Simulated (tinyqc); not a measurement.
Worked calculation: finite square well with mass mismatch (envelope functions). Values are carried at full precision from step to step, so a last printed digit may differ when a step is redone from the rounded ones.

A square well of width L and depth V0, mass mw inside and mb outside, energies from the bottom of the well, c = hbar^2/2m0. k = sqrt(mw E/c), kappa = sqrt(mb (V0 - E)/c). psi and psi'/m are continuous at the walls (BenDaniel-Duke), so level n solves k L + 2 atan[(k/mw)/(kappa/mb)] = n pi.

Constants: hbar^2/2m0 = 3.80998211 eV angstrom^2.

Parameters, chosen for this exercise (near those of a non-polar GaN well in AlGaN; not measured data):
- L = 49 angstrom (well width)
- V0 = 0.675 eV (barrier height)
- mw = 0.206 m0 (mass in the well)
- mb = 0.254 m0 (mass in the barrier)
- alpha_w = 0.18 1/eV (non-parabolicity in the well)
- alpha_b = 0.58 1/eV (non-parabolicity in the barrier)

## How many levels are bound

At E = V0 the arctangent equals pi/2, so level n is bound if k0 L > (n - 1) pi with k0 = sqrt(mw V0/c). Compare with the infinitely deep well, E1(hard) = c (pi/L)^2/mw.

k0 = 0.19104 1/angstrom
k0 L/pi = 2.9797
number of bound levels = 3
E1(hard) = 0.0760 eV

The count does not depend on mb. One more level binds at L = 49.3 angstrom.

## The lowest level by bisection

f(E) = k L + 2 atan[(k/mw)/(kappa/mb)] - pi rises with E. Twelve halvings of [0, V0]: keep the half in which f changes sign.

Bisection:

| step | low (eV) | high (eV) | midpoint (eV) | k | kappa | f |
|---|---|---|---|---|---|---|
| 1 | 0.00000 | 0.67500 | 0.33750 | 0.13509 | 0.15000 | 5.1529 |
| 2 | 0.00000 | 0.33750 | 0.16875 | 0.09552 | 0.18371 | 2.6791 |
| 3 | 0.00000 | 0.16875 | 0.08438 | 0.06754 | 0.19843 | 0.9627 |
| 4 | 0.00000 | 0.08438 | 0.04219 | 0.04776 | 0.20540 | -0.2429 |
| 5 | 0.04219 | 0.08438 | 0.06328 | 0.05849 | 0.20194 | 0.4107 |
| 6 | 0.04219 | 0.06328 | 0.05273 | 0.05340 | 0.20368 | 0.1002 |
| 7 | 0.04219 | 0.05273 | 0.04746 | 0.05066 | 0.20454 | -0.0666 |
| 8 | 0.04746 | 0.05273 | 0.05010 | 0.05205 | 0.20411 | 0.0179 |
| 9 | 0.04746 | 0.05010 | 0.04878 | 0.05136 | 0.20432 | -0.0241 |
| 10 | 0.04878 | 0.05010 | 0.04944 | 0.05170 | 0.20422 | -0.0031 |
| 11 | 0.04944 | 0.05010 | 0.04977 | 0.05187 | 0.20416 | 0.0074 |
| 12 | 0.04944 | 0.04977 | 0.04960 | 0.05179 | 0.20419 | 0.0022 |

After twelve halvings the bracket is V0/4096 = 0.165 meV wide.

## Bound levels

Solve the condition for each n (six at most). With A = cos(kL/2) for even and sin(kL/2) for odd levels, the probability in the barriers is Pb = (A^2/kappa)/(A^2/kappa + L/2 +/- sin(kL)/(2k)), + for even.

Levels:

| n | parity | E (eV) | k (1/angstrom) | kappa (1/angstrom) | Pb |
|---|---|---|---|---|---|
| 1 | even | 0.0495 | 0.05175 | 0.20420 | 0.0143 |
| 2 | odd | 0.1962 | 0.10300 | 0.17866 | 0.0607 |
| 3 | even | 0.4305 | 0.15257 | 0.12767 | 0.1630 |

The lowest level lies at 65 % of the infinite-well value and decays into the barrier over 1/kappa = 4.9 angstrom.

## Mass in the plane and density of states

To first order in the in-plane energy, 1/m_par = (1 - Pb)/mw + Pb/mb for each subband. Each adds a step D = m_par/(2 pi c) to the density of states per area (spin included, one valley); 1/angstrom^2 = 1e16/cm^2.

Subbands:

| n | m_par (m0) | D (1e13/(eV cm^2)) |
|---|---|---|
| 1 | 0.2066 | 8.629 |
| 2 | 0.2084 | 8.705 |
| 3 | 0.2125 | 8.879 |

## Levels with energy-dependent masses

Non-parabolic bands: mw is replaced by mw (1 + alpha_w E) and mb by mb (1 - alpha_b (V0 - E)), in k, kappa and the matching condition alike.

Solve the same condition with the energy-dependent masses, and list the shift from the parabolic levels that exist in both.

Levels:

| n | E (eV) | mass inside | mass outside | shift (meV) |
|---|---|---|---|---|
| 1 | 0.0530 | 0.2080 | 0.1624 | 3.5 |
| 2 | 0.2007 | 0.2134 | 0.1841 | 4.5 |
| 3 | 0.4170 | 0.2215 | 0.2160 | -13.5 |
| 4 | 0.6554 | 0.2303 | 0.2511 | - |

Level 1 moves by +3.5 meV and level 3 by -13.5 meV. The lighter mass deep in the barrier hardens the wall for low levels; the heavier mass in the well wins higher up. The heavier mass inside raises k at E = V0, which binds further levels (1 of them among the six at most that are listed).

## Checks

- Lowest level by finite differences (200 cells across the well) against the matching condition, eV: both 0.0495.

Run: tinyqc, `OMP_NUM_THREADS=1 python tinyqc.py 1252346 1252347 out.jsonl`; Intel(R) Xeon(R) Processor @ 2.30GHz, one thread, shared host; about 0.01 s of CPU time with all checks.
